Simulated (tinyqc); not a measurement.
Inside a calculation. Method: plane-wave Kohn-Sham cycle with exchange-only LDA in a layered model solid. Computed by tinyqc, a small Python program that keeps every step. Settings: points = 16, plane-wave index or count = 2, electrons = 4, k points = 4, area = 35.0, mixing = 0.8, iteration cap = 63. Command: `OMP_NUM_THREADS=1 python tinyqc.py 31730 31731 out.jsonl` (the two numbers bound the seeds that draw the settings). One thread of a shared host (Intel(R) Xeon(R) Processor @ 2.60GHz), about 0.02 s of CPU time with the checks.

A solid whose potential varies along x alone (atomic units):
```
parameter,value
period a,13.500000
cross-section of the cell,35.000000
electrons per cell,4
grid points,16
"plane waves -n..n, n",2
k points,4
V1 in V1 cos(2 pi x/a),-0.530000
V2 in V2 cos(4 pi x/a),-0.060000
```

Stop when sqrt(dV sum R^2) is below 1e-8, dV = a A/N.

Course of the cycle:
```
iteration,E (hartree),norm of the residual
1,-1.41308184,1.68e-01
2,-0.94033366,7.14e-02
3,-0.95912790,6.65e-02
4,-0.93009443,5.71e-02
5,-0.93999067,5.41e-02
6,-0.92470881,4.86e-02
7,-0.93096493,4.64e-02
8,-0.92141003,4.27e-02
9,-0.92572641,4.10e-02
10,-0.91917219,3.83e-02
11,-0.92231121,3.69e-02
...,...,...
53,-0.91029072,1.09e-02
54,-0.91015236,1.06e-02
55,-0.91020449,1.04e-02
56,-0.91008212,1.02e-02
57,-0.91012653,9.95e-03
58,-0.91001815,9.72e-03
59,-0.91005596,9.52e-03
60,-0.90995984,9.30e-03
61,-0.90999208,9.12e-03
62,-0.90990693,8.91e-03
63,-0.90993505,8.74e-03
```

Can the last value be used, and what does the course show?

Not by the stop rule. Not converged within 63 iterations: the residual falls steadily but slowly, by a factor of about 0.98 a step. Reruns (cap 100 unless said): mixing 0.1: not converged; mixing 0.5, Kerker q0 1.0: converged in 75 (E = -0.90930); mixing 0.3, Pulay depth 5: converged in 12 (E = -0.90930); the original settings with a cap of 400: not converged.
